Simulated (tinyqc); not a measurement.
From one set of inputs to another, one input at a time: Hall factor, magnetoresistance and optical conductivity for a power-law relaxation time. Computed by tinyqc, a small Python program. Command: `OMP_NUM_THREADS=1 python tinyqc.py 3029215 3029216 out.jsonl magneto ladder`. One thread of a shared host (Intel(R) Xeon(R) Processor @ 2.30GHz), about 0.01 s of CPU time with the checks.

One spherical parabolic band, tau(E) = tau_0 x^s with x = E/(k_B T). Landau quantisation is left out.

The inputs printed are set A. Inputs not listed in the table keep their values of set A, so the rows need not describe a real material.

Inputs (values chosen for the exercise, with a mass close to that of electrons in GaAs):
```
quantity                         value  unit
effective mass m                 0.064   m_0
exponent s                         0.5     -
tau_0                              220    fs
reduced Fermi level eta             -5     -
temperature T                      100     K
magnetic field B                  0.43     T
frequency f                       0.62   THz
background permittivity eps_inf   12.3     -
```

Constants: m_0 = 9.1093837015e-31 kg; k_B = 1.380649e-23 J/K; hbar = 1.054571817e-34 J s; e = 1.602176634e-19 C; eps_0 = 8.8541878128e-12 F/m; c = 299792458 m/s.

Method:
- <y> = int y x^(3/2) f (1 - f) dx / int x^(3/2) f (1 - f) dx, f = 1/(1 + exp(x - eta)).
- Integrals over x = E/(k_B T) use 160 Gauss-Legendre points in u = sqrt(x) from 0 to sqrt(max(eta, 0) + 45).
- n = (2 m k_B T)^(3/2)/(3 pi^2 hbar^3) int x^(3/2) f (1 - f) dx; moments in units of tau_0.
- mu = e <tau>/m; weak field r_H = <tau^2>/<tau>^2 and MR = c (mu B)^2, c = <tau^3>/<tau>^3 - r_H^2; strong field r_H = 1 and MR = <tau> <1/tau> - 1.
- With w_c = e B/m: sigma_xx = (n e^2/m) <tau/(1 + w_c^2 tau^2)>, sigma_xy = (n e^2/m) <w_c tau^2/(1 + w_c^2 tau^2)>; r_H = (n e/B) sigma_xy/(sigma_xx^2 + sigma_xy^2); MR = sigma_0 sigma_xx/(sigma_xx^2 + sigma_xy^2) - 1, sigma_0 = n e^2 <tau>/m.
- sigma(w) = (n e^2/m) <tau/(1 - i w tau)>, w = 2 pi f; eps = eps_inf + i sigma/(eps_0 w); N = sqrt(eps); absorption coefficient 2 w Im N/c; reflectivity |(N - 1)/(N + 1)|^2; plasma frequency sqrt(n e^2/(eps_inf eps_0 m))/(2 pi).

Each row keeps all changes above it:
```
input moved                       from    to  sigma_xx (S/cm)  absorption coefficient (1/cm)  reflectivity
set A                                -     -           0.6428                          30.97       0.29362
effective mass m (m_0)           0.064   0.2           1.3276                          56.65       0.28189
temperature T (K)                  100   150           2.4390                         111.58       0.26202
frequency f (THz)                 0.62    13           2.4390                           0.41       0.30923
background permittivity eps_inf   12.3  11.8           2.4390                           0.42       0.30125
tau_0 (fs)                         220    79           0.8915                           1.15       0.30126
magnetic field B (T)              0.43    17           0.2126                           1.15       0.30126
```

Where does the difference come from?

sigma_xx goes from 0.643 to 0.213, a factor 0.331 in all. The largest single move comes from magnetic field B (a factor 0.238), and effective mass m works against it (a factor 2.07). Absorption coefficient goes from 31.0 to 1.15, a factor 0.0371 in all. The largest single move comes from frequency f (a factor 0.00370), and tau_0 works against it (a factor 2.73). Reflectivity goes from 0.294 to 0.301, a factor 1.026 in all. The largest single move comes from frequency f (a factor 1.18), and temperature T works against it (a factor 0.930). The single moves hold for this order of the switches; the total does not depend on the order.

Caution (rows frequency f, background permittivity eps_inf, tau_0, magnetic field B): the photon energy exceeds the typical carrier energy, so the classical sigma(w) is only a rough guide to the absorption.

Extremes, crossings and ranges named in words are read from the listed rows.
